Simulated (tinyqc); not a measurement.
Changing the pair distance r: hydrogenic impurity: series, fields, screening, photoionisation and donor-acceptor pairs. Computed by tinyqc, a small Python program. Command: `OMP_NUM_THREADS=1 python tinyqc.py 3021185 3021186 out.jsonl hydrogenic sweep`. One thread of a shared host (Intel(R) Xeon(R) Processor @ 2.30GHz), about 0.01 s of CPU time with the checks.

One isotropic, parabolic band. Effective units: Ry* and a*, in which H = -nabla^2 - 2/r.

Inputs (values chosen for the exercise, modelled on silicon):

| quantity | value | unit |
|---|---|---|
| electron mass m | 0.34 | m_0 |
| dielectric constant eps | 11.6 | - |
| gap E_g | 1.17 | eV |
| acceptor depth E_A | 68.8 | meV |
| rate prefactor W_0 | 9.8e+08 | 1/s |

Parts treated: screening and pairs.

Constants: Ry = 13.605693123 eV; a_0 = 0.529177210903 angstrom; h x 1 THz = 4.135667696 meV; e^2/(4 pi eps_0) = 14.39964548 eV angstrom.

Method. Ry* = Ry m/eps^2, a* = a_0 eps/m; level n is bound by Ry*/n^2; <r> = (3/2) a* in 1s; lines 1s -> np at Ry* (1 - 1/n^2); 1 THz = 4.135667696 meV. No-phonon line h nu(r) = E_g - Ry* - E_A + e^2/(4 pi eps_0 eps r); rate W(r) = W_0 exp(-2 r/a*), the donor being the shallower centre; lifetime 1/W; zero field.

One run for each value:

| pair distance r (angstrom) | Coulomb term (meV) | photon energy (eV) | lifetime (s) |
|---|---|---|---|
| 46 | 26.986 | 1.0938 | 1.6666e-07 |
| 60 | 20.689 | 1.0875 | 7.8590e-07 |
| 77 | 16.121 | 1.0829 | 5.1669e-06 |
| 99 | 12.539 | 1.0794 | 5.9109e-05 |
| 130 | 9.549 | 1.0764 | 1.8326e-03 |
| 170 | 7.302 | 1.0741 | 1.5398e-01 |
| 210 | 5.911 | 1.0727 | 1.2937e+01 |
| 280 | 4.433 | 1.0713 | 3.0167e+04 |

Over the rows, Coulomb term (meV) falls from 27.0 to 4.43 (exponent d ln y / d ln x about -1.0 throughout); photon energy (eV) falls from 1.09 to 1.07 (exponent d ln y / d ln x -0.022 between the first rows and -0.0048 between the last); lifetime (s) rises from 1.67e-7 to 30200 (exponent d ln y / d ln x 5.8 between the first rows and 27 between the last). The Coulomb term of the ionised pair falls as 1/r while the overlap, and so the rate, falls exponentially.
